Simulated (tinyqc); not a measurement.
Inside a calculation. Method: empirical pseudopotential in a few plane waves. One step of it, computed by the program tinyqc.

Problem. Bloch Hamiltonian at k. Basis: the 15 shortest G (labels in 2 pi/a), the same at every k. H(G,G') = c |k + G|^2 delta + VS(|G-G'|^2) cos((G-G').tau) + i VA sin((G-G').tau), tau = a/8 (1,1,1); 1 Ry = 13.605693 eV.

Parameters chosen for this model: fcc lattice, atoms at +/- a/8 (1,1,1); form factors in rydberg at |G|^2 in units of (2 pi/a)^2:
```
parameter,value,unit
a,5.880000,angstrom
VS(3),-0.192000,Ry
VS(8),0.054000,Ry
VS(11),0.076000,Ry
VA(3),0.093000,Ry
VA(4),0.030000,Ry
VA(11),0.001000,Ry
hbar^2/2m (2 pi/a)^2,4.350388,eV
```

k point k (2 pi / a): 0.540000  0.490000  0.120000

Give: H(k) at k.

Solution.

H(k) at k (eV):
```
,+0+0+0,-1-1-1,-1-1+1,-1+1-1,-1+1+1,+1-1-1,+1-1+1,+1+1-1,+1+1+1,-2+0+0,+0-2+0,+0+0-2,+0+0+2,+0+2+0,+2+0+0
+0+0+0,2.3757,1.8472+0.8947i,-1.8472+0.8947i,-1.8472+0.8947i,-1.8472-0.8947i,-1.8472+0.8947i,-1.8472-0.8947i,-1.8472-0.8947i,1.8472-0.8947i,0.0000+0.4082i,0.0000+0.4082i,0.0000+0.4082i,0.0000-0.4082i,0.0000-0.4082i,0.0000-0.4082i
-1-1-1,1.8472-0.8947i,5.4210,0.0000-0.4082i,0.0000-0.4082i,-0.7347,0.0000-0.4082i,-0.7347,-0.7347,0.0000,-1.8472-0.8947i,-1.8472-0.8947i,-1.8472-0.8947i,-0.7312+0.0096i,-0.7312+0.0096i,-0.7312+0.0096i
-1-1+1,-1.8472-0.8947i,0.0000+0.4082i,7.5092,0.7347,0.0000-0.4082i,0.7347,0.0000-0.4082i,0.0000,-0.7347,-1.8472+0.8947i,-1.8472+0.8947i,0.7312+0.0096i,1.8472-0.8947i,-0.7312-0.0096i,-0.7312-0.0096i
-1+1-1,-1.8472-0.8947i,0.0000+0.4082i,0.7347,13.9478,0.0000-0.4082i,0.7347,0.0000,0.0000-0.4082i,-0.7347,-1.8472+0.8947i,0.7312+0.0096i,-1.8472+0.8947i,-0.7312-0.0096i,1.8472-0.8947i,-0.7312-0.0096i
-1+1+1,-1.8472+0.8947i,-0.7347,0.0000+0.4082i,0.0000+0.4082i,16.0360,0.0000,0.7347,0.7347,0.0000-0.4082i,1.8472+0.8947i,-0.7312+0.0096i,-0.7312+0.0096i,-1.8472-0.8947i,-1.8472-0.8947i,0.7312-0.0096i
+1-1-1,-1.8472-0.8947i,0.0000+0.4082i,0.7347,0.7347,0.0000,14.8179,0.0000-0.4082i,0.0000-0.4082i,-0.7347,0.7312+0.0096i,-1.8472+0.8947i,-1.8472+0.8947i,-0.7312-0.0096i,-0.7312-0.0096i,1.8472-0.8947i
+1-1+1,-1.8472+0.8947i,-0.7347,0.0000+0.4082i,0.0000,0.7347,0.0000+0.4082i,16.9060,0.7347,0.0000-0.4082i,-0.7312+0.0096i,1.8472+0.8947i,-0.7312+0.0096i,-1.8472-0.8947i,0.7312-0.0096i,-1.8472-0.8947i
+1+1-1,-1.8472+0.8947i,-0.7347,0.0000,0.0000+0.4082i,0.7347,0.0000+0.4082i,0.7347,23.3446,0.0000-0.4082i,-0.7312+0.0096i,-0.7312+0.0096i,1.8472+0.8947i,0.7312-0.0096i,-1.8472-0.8947i,-1.8472-0.8947i
+1+1+1,1.8472+0.8947i,0.0000,-0.7347,-0.7347,0.0000+0.4082i,-0.7347,0.0000+0.4082i,0.0000+0.4082i,25.4328,-0.7312-0.0096i,-0.7312-0.0096i,-0.7312-0.0096i,-1.8472+0.8947i,-1.8472+0.8947i,-1.8472+0.8947i
-2+0+0,0.0000-0.4082i,-1.8472+0.8947i,-1.8472-0.8947i,-1.8472-0.8947i,1.8472-0.8947i,0.7312-0.0096i,-0.7312-0.0096i,-0.7312-0.0096i,-0.7312+0.0096i,10.3805,0.7347,0.7347,-0.7347,-0.7347,0.0000
+0-2+0,0.0000-0.4082i,-1.8472+0.8947i,-1.8472-0.8947i,0.7312-0.0096i,-0.7312-0.0096i,-1.8472-0.8947i,1.8472-0.8947i,-0.7312-0.0096i,-0.7312+0.0096i,0.7347,11.2505,0.7347,-0.7347,0.0000,-0.7347
+0+0-2,0.0000-0.4082i,-1.8472+0.8947i,0.7312-0.0096i,-1.8472-0.8947i,-0.7312-0.0096i,-1.8472-0.8947i,-0.7312-0.0096i,1.8472-0.8947i,-0.7312+0.0096i,0.7347,0.7347,17.6891,0.0000,-0.7347,-0.7347
+0+0+2,0.0000+0.4082i,-0.7312-0.0096i,1.8472+0.8947i,-0.7312+0.0096i,-1.8472+0.8947i,-0.7312+0.0096i,-1.8472+0.8947i,0.7312+0.0096i,-1.8472-0.8947i,-0.7347,-0.7347,0.0000,21.8655,0.7347,0.7347
+0+2+0,0.0000+0.4082i,-0.7312-0.0096i,-0.7312+0.0096i,1.8472+0.8947i,-1.8472+0.8947i,-0.7312+0.0096i,0.7312+0.0096i,-1.8472+0.8947i,-1.8472-0.8947i,-0.7347,0.0000,-0.7347,0.7347,28.3041,0.7347
+2+0+0,0.0000+0.4082i,-0.7312-0.0096i,-0.7312+0.0096i,-0.7312+0.0096i,0.7312+0.0096i,1.8472+0.8947i,-1.8472+0.8947i,-1.8472+0.8947i,-1.8472-0.8947i,0.0000,-0.7347,-0.7347,0.7347,0.7347,29.1741
```
